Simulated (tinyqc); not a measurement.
# Hall measurement with a parallel conducting layer

Two layers in parallel, unit Hall factors, low field: 1/Rs = q (ns mu + n2 m2); apparent mobility (ns mu^2 + sg n2 m2^2)/(ns mu + n2 m2); apparent density (ns mu + n2 m2)^2/(ns mu^2 + sg n2 m2^2); a negative value means the sign of the second layer.

Inputs (values chosen for the exercise):
```
symbol   value        unit                                           meaning
ns      3.5e13       cm^-2                        sheet density of the layer
mu          18  cm^2/(V s)                                    drift mobility
m2         680  cm^2/(V s)                    mobility of the parallel layer
sg           1              sign of its carriers relative to the first layer
```

Constants: q = 1.602176634e-19 C. Results are converted to the units shown.

Hall measurement with a parallel conducting layer:

| n2 (cm^-2) | Rs (ohm/square) | apparent density (cm^-2) | apparent mobility (cm^2/(V s)) | share of the conductance in layer 2 (%) |
|---|---|---|---|---|
| 1e11 | 8942 | 8.461e12 | 82.49 | 9.742 |
| 5e11 | 6435 | 3.879e12 | 250.0 | 35.05 |
| 2e12 | 3136 | 4.230e12 | 470.4 | 68.34 |
| 8e12 | 1028 | 9.930e12 | 611.3 | 89.62 |
| 4e13 | 224.3 | 4.185e13 | 665.0 | 97.74 |
| 1e14 | 90.94 | 1.018e14 | 673.9 | 99.08 |
| 6e14 | 15.27 | 6.018e14 | 679.0 | 99.85 |
| 3e15 | 3.059 | 3.002e15 | 679.8 | 99.97 |
| 1e16 | 0.9178 | 1.000e16 | 679.9 | 99.99 |

The apparent mobility rises from 82.5 to 680 cm^2/(V s), between mu = 18 and sg m2 = 680. The apparent density never exceeds ns + n2; among the rows it falls to 0.109 of that sum, at n2 = 5e11.

Program tinyqc, `OMP_NUM_THREADS=1 python tinyqc.py 2850112 2850113 out.jsonl`; Intel Xeon 2.30GHz, shared host, one thread, about 0.01 s.
